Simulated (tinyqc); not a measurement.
Ways to converge the cycle: SCF convergence aids in the sto-3g basis, for BeH2, spin multiplicity 1. Computed by the program tinyqc with PySCF. RHF with one setting changed at a time; a run stops when the energy changes by less than 1e-09 hartree and the error matrix is below 1e-5. The start is the core Hamiltonian. Damping d keeps d of the old density; a shift (hartree) raises the virtual levels; DIIS n extrapolates F over n matrices.

Geometry (angstrom):
```
atom,x,y,z
Be,0.0000,0.0000,0.0000
H,0.0000,1.3960,0.1230
H,0.0000,-1.3960,0.1230
```

lowest restricted solution found by these runs and by PySCF = -15.551296 hartree

Largest element of the error matrix X^T (FDS - SDF) X:
```
iteration,plain,damping 0.3,damping 0.6,shift 0.4,DIIS 3,DIIS 8
1,5.6e-01,5.6e-01,5.6e-01,5.6e-01,5.6e-01,5.6e-01
2,5.0e-02,2.1e-01,3.7e-01,2.1e-01,5.0e-02,5.0e-02
3,5.2e-03,7.7e-02,2.4e-01,6.3e-02,4.1e-03,4.1e-03
4,1.7e-03,2.8e-02,1.5e-01,1.9e-02,9.6e-04,9.6e-04
5,5.8e-04,1.0e-02,9.6e-02,6.2e-03,5.5e-05,2.8e-05
6,2.0e-04,3.8e-03,6.1e-02,2.8e-03,5.7e-06,3.9e-06
8,2.3e-05,5.9e-04,2.5e-02,9.4e-04,-,-
10,2.6e-06,1.7e-04,1.0e-02,3.2e-04,-,-
14,-,1.4e-05,1.7e-03,3.8e-05,-,-
20,-,-,1.4e-04,-,-,-
30,-,-,6.3e-06,-,-,-
```

How each run ends:
```
run,iterations,E (hartree),state
plain,10,-15.551296,lowest found
damping 0.3,19,-15.551296,lowest found
damping 0.6,40,-15.551296,lowest found
shift 0.4,17,-15.551296,lowest found
DIIS 3,7,-15.551296,lowest found
DIIS 8,7,-15.551296,lowest found
```

What does the comparison show, and why?

6 of 6 runs reach the lowest restricted solution found, in 7 to 40 iterations (fastest: DIIS 3, DIIS 8). Plain steps already contract here, so damping only slows them. DIIS 3 and DIIS 8 gain by cancelling the error over several earlier matrices, much as a quasi-Newton step does.
